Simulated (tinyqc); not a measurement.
Inputs raised by 10 %, one at a time: atomic layer deposition: Langmuir saturation, growth per cycle and coating of deep features. Computed by tinyqc, a small Python program. Command: `OMP_NUM_THREADS=1 python tinyqc.py 3004460 3004461 out.jsonl ald sens`. One thread of a shared host (Intel(R) Xeon(R) Processor @ 2.30GHz), about 0.05 s of CPU time with the checks.

Precursor A sticks only on free sites, so a long enough pulse saturates; co-reactant B then frees the sites again.

Inputs (values chosen for the exercise, modelled on hafnium oxide from an amide and water):
```
quantity                                 value      unit
precursor mass M                           411         u
site density q                             2.9    1/nm^2
growth per cycle at saturation G             1  angstrom
sticking probability beta on free sites  0.022         -
precursor pressure p                       1.4        Pa
temperature T                              125         C
pulse time t                              0.13         s
co-reactant completion per pulse c_B      0.95         -
desorption energy E_d                     1.47        eV
purge time t_p                             8.5         s
aspect ratio a                              25         -
```

Feature: round hole.

Constants: u = 1.6605390666e-27 kg; k_B = 1.380649e-23 J/K; k_B = 8.617333262e-05 eV/K.

Method:
- Wall flux F = p/sqrt(2 pi M k_B T); rate of filling k_a = beta F/q; desorption k_d = 1e13 exp(-E_d/(k_B T)) per second. 1/m^2 = 1e-18/nm^2.
- Temperatures in kelvin are T(C) + 273.15.
- One cycle from coverage th0: pulse A gives th1 = th_s + (th0 - th_s) exp(-(k_a + k_d) t), th_s = k_a/(k_a + k_d); the purge leaves th2 = th1 exp(-k_d t_p); pulse B converts c_B th2 into film and leaves th3 = (1 - c_B) th2. Growth = G c_B th2.
- The periodic state has th0 = th3: th0 = (1 - c_B) e_p th_s (1 - e_a)/(1 - (1 - c_B) e_p e_a), with e_a = exp(-(k_a + k_d) t), e_p = exp(-k_d t_p).
- Share of impinging molecules used = q (th1 - th0)/(F t).
- Diffusion-limited filling (Gordon) of a round hole of diameter w: a saturation front at depth z needs dz/dt = D_K n/(z (4q/w)), with Knudsen D_K = w c/3 and F = n c/4; including the entrance and floor terms, t = (q/F)(1 + 19a/4 + 3a^2/2). Reaction-limited filling needs ln(100)/k_a at any depth, k_a = beta F/q. Flow is molecular. The front picture holds when the modulus a sqrt(beta) is well above 1.
- Depth reached by the given pulse: solve the same formula for a. Exposure = p x diffusion-limited time; 1 langmuir = 1.33322e-4 Pa s.

Runs; columns: (1) input moved; (2) from; (3) to; (4) growth per cycle (angstrom); (5) diffusion-limited time (s); (6) aspect ratio reached by the front in time t; (7) time to 99 % without desorption, ln(100)/k_a (s):
```
(1)                                        (2)     (3)      (4)      (5)     (6)       (7)
base run                                     -       -  0.94987  0.33624  14.980  0.066572
site density q (1/nm^2)                    2.9    3.19  0.94973  0.36986  14.215  0.073229
sticking probability beta on free sites  0.022  0.0242  0.94993  0.33624  14.980  0.060520
precursor pressure p (Pa)                  1.4    1.54  0.94993  0.30567  15.783  0.060520
pulse time t (s)                          0.13   0.143  0.94993  0.33624  15.783  0.066572
precursor mass M (u)                       411   452.1  0.94981  0.35265  14.593  0.069822
purge time t_p (s)                         8.5    9.35  0.94987  0.33624  14.980  0.066572
```

Exponents ln(y'/y) / ln(x'/x); columns: (1) input; (2) growth per cycle; (3) diffusion-limited time; (4) aspect ratio reached by the front in time t; (5) time to 99 % without desorption, ln(100)/k_a:
```
(1)                                         (2)   (3)     (4)   (5)
site density q                           -0.002   1.0  -0.550   1.0
sticking probability beta on free sites   0.001   0.0   0.000  -1.0
precursor pressure p                      0.001  -1.0   0.548  -1.0
pulse time t                              0.001   0.0   0.548   0.0
precursor mass M                         -0.001   0.5  -0.275   0.5
purge time t_p                            0.000   0.0   0.000   0.0
```

Among the inputs moved here: growth per cycle hardly depends on these (all exponents below 0.005). Diffusion-limited time answers most in size to site density q (exponent +1.000), and about equally to precursor pressure p (-1.000); its exponent is below 0.0005 for sticking probability beta on free sites, pulse time t, purge time t_p. Its exponent 0.000 in sticking probability beta on free sites: a diffusion-limited front does not depend on the sticking probability. Its exponent +0.500 in precursor mass M: heavier molecules are slower. Aspect ratio reached by the front in time t answers most in size to site density q (exponent -0.550), and about equally to precursor pressure p (+0.548), pulse time t (+0.548); its exponent is below 0.0005 for sticking probability beta on free sites, purge time t_p. Time to 99 % without desorption, ln(100)/k_a answers most in size to site density q (exponent +1.000), and about equally to sticking probability beta on free sites (-1.000), precursor pressure p (-1.000); its exponent is below 0.0005 for pulse time t, purge time t_p. Its exponent -1.000 in sticking probability beta on free sites: reaction-limited filling.
